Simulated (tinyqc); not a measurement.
Silicon n-p-n transistor, Gummel numbers and transit times: two steps of the calculation.

One-dimensional n-p-n transistor in the forward active mode at low injection. In the base p(x) = NB exp(-eta x/wb) and ni(x)^2 = ni^2 exp((g0 + g1 x/wb)/Vt); electrons leave the base at vsat; band spikes at the emitter junction and recombination inside the emitter are ignored.

Inputs (values chosen for the exercise); band and dielectric values close to those of silicon: temperature T = 300 K; band gap Eg = 1.14 eV; relative permittivity eps_r = 11.7; conduction-band density of states at T Nc = 2.79e19 cm^-3; valence-band density of states at T Nv = 2.65e19 cm^-3; saturation velocity vsat = 9.99e6 cm/s; neutral base width wb = 450 nm; base doping at the emitter edge NB = 1.1e18 cm^-3; doping falls as exp(-eta x/wb) eta = 3.4; gap reduction at the emitter edge of the base g0 = 0 eV; further gap reduction across the base (linear) g1 = 0 eV; electron diffusion coefficient in the base Dn = 7.7 cm^2/s; emitter doping NE = 2.5e20 cm^-3; gap reduction in the emitter (negative: wider gap) gE = 0.13 eV; neutral emitter width we = 96 nm; hole diffusion coefficient in the emitter Dp = 2.1 cm^2/s; recombination velocity at the emitter contact Se = 8e5 cm/s; electron lifetime in the base tb = 1e-6 s; collector doping NC = 6.9e15 cm^-3; collector-base reverse bias VCB = 0.7 V.

Constants: q = 1.602176634e-19 C, kB = 1.380649e-23 J/K, Vt = kB T/q, eps0 = 8.8541878128e-14 F/cm where lengths are in cm. Results are converted to the units shown.

Task 1. Base Gummel number and transit time. f(x) = p(x) ni^2/ni(x)^2; I(x) = integral from x to wb of f/Dn, plus f(wb)/vsat; base Gummel number GB = I(0); electron density per unit flux n/(J/q) = I/f; base transit time tauB = integral of I/f over the base. Trapezoid rule on 10 equal steps.

Wanted: x; f; I; I/f; GB; tauB.

Result 1.

| point | x (nm) | f (cm^-3) | I (s/cm^4) | I/f (s/cm) |
|---|---|---|---|---|
| 0 | 0.00 | 1.1000e18 | 1.8489e12 | 1.6808e-6 |
| 1 | 45.00 | 7.8295e17 | 1.2987e12 | 1.6587e-6 |
| 2 | 90.00 | 5.5728e17 | 9.0707e11 | 1.6277e-6 |
| 3 | 135.00 | 3.9665e17 | 6.2832e11 | 1.5840e-6 |
| 4 | 180.00 | 2.8233e17 | 4.2992e11 | 1.5228e-6 |
| 5 | 225.00 | 2.0095e17 | 2.8870e11 | 1.4367e-6 |
| 6 | 270.00 | 1.4303e17 | 1.8818e11 | 1.3157e-6 |
| 7 | 315.00 | 1.0181e17 | 1.1664e11 | 1.1457e-6 |
| 8 | 360.00 | 7.2462e16 | 6.5718e10 | 9.0693e-7 |
| 9 | 405.00 | 5.1576e16 | 2.9473e10 | 5.7144e-7 |
| 10 | 450.00 | 3.6711e16 | 3.6747e9 | 1.0010e-7 |

GB = 1.8489e12 s/cm^4
tauB = 56.970 ps

Task 2. Gain, Early voltage and collector delay. ni = sqrt(Nc Nv) exp(-Eg/(2 Vt)), Eg in volts; GE = NE exp(-gE/Vt)(we/Dp + 1/Se); JC = J0 exp(VBE/Vt), J0 = q ni^2/GB; gain limited by back injection GE/GB, by base recombination tb/tauB, together 1/beta = the sum of the inverses; collector layer one-sided, Wc = sqrt(2 eps0 eps_r (Vbc + VCB)/(q NC)), Vbc = Vt ln(p(wb) NC/ni^2), Cjc = eps0 eps_r/Wc; Early voltage VA = GB q p(wb)/(f(wb) Cjc [1/Dn - (eta + g1/Vt)/(wb vsat)]), f(wb) = p(wb) exp(-(g0 + g1)/Vt), p(wb) = NB exp(-eta); tauC = Wc/(2 vsat).

GB = 1.8489029e12 s/cm^4
tauB = 56.970361 ps

Wanted: ni; GE; J0; GE/GB; tb/tauB; beta; Wc; Cjc; VA; tauC.

Result 2.

ni = 7.225e9 cm^-3
GE = 9.529e12 s/cm^4
J0 = 4.524e-12 A/cm^2
GE/GB = 5.154
tb/tauB = 1.755e4
beta = 5.153
Wc = 522.2 nm
Cjc = 0.1984 fF/um^2
VA = 122.1 V
tauC = 2.614 ps

The gain is limited more by back injection into the emitter. beta VA = 629 V.

Range of the model: The collector doping exceeds a tenth of the base doping at that edge, so the collector layer reaches noticeably into the base. Heavy doping makes emitter or base degenerate; gE and g0 are to be read as apparent gap changes that include this.

Computed by the program tinyqc: `OMP_NUM_THREADS=1 python tinyqc.py 2320059 2320060 out.jsonl`, one thread of a shared Intel Xeon 2.30GHz, about 0.01 s for the whole run.
